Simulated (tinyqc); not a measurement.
Length of a polyene: Hueckel, PPP and singles CI along the polyenes. Computed by the program tinyqc. Command: `OMP_NUM_THREADS=1 python tinyqc.py 112754 112755 out.jsonl`; one thread of a shared host (Intel(R) Xeon(R) Processor @ 2.60GHz), about 0.1 s.

All-trans chains of carbon centres 1.40 angstrom apart:
```
parameter                               value
beta (eV), times 1 +/- alternation  -2.250000
alternation                                 0
W (eV)                              11.160000
gamma_rr (eV)                        9.540000
repulsion formula                        Ohno
```

Hueckel uses the same beta without repulsion; CIS keeps all single excitations and so misses the low, doubly excited 2Ag state. W is the valence ionisation energy of a centre, MN the Mataga-Nishimoto formula, f the oscillator strength.

Gaps and excitations (eV):
```
centres  Hueckel gap  PPP orbital gap  bright singlet (CIS)      f  lowest triplet (CIS)
2              4.500           11.495                 5.773  0.495                 3.227
4              2.781            8.954                 4.463  0.972                 2.103
6              2.003            7.637                 3.679  1.399                 1.560
8              1.563            6.831                 3.157  1.781                 1.258
10             1.281            6.288                 2.786  2.122                 1.072
12             1.085            5.900                 2.509  2.426                 0.948
14             0.941            5.612                 2.296  2.702                 0.863
```

The Hueckel gap tends to 4 x alternation x |beta| = 0.00 eV for long chains (zero without alternation, falling as 1/N). Exchange opens the PPP orbital gap, and the attraction of electron and hole brings the bright state 3.32 eV below it at 14 centres; the triplet lies 1.43 eV lower still.
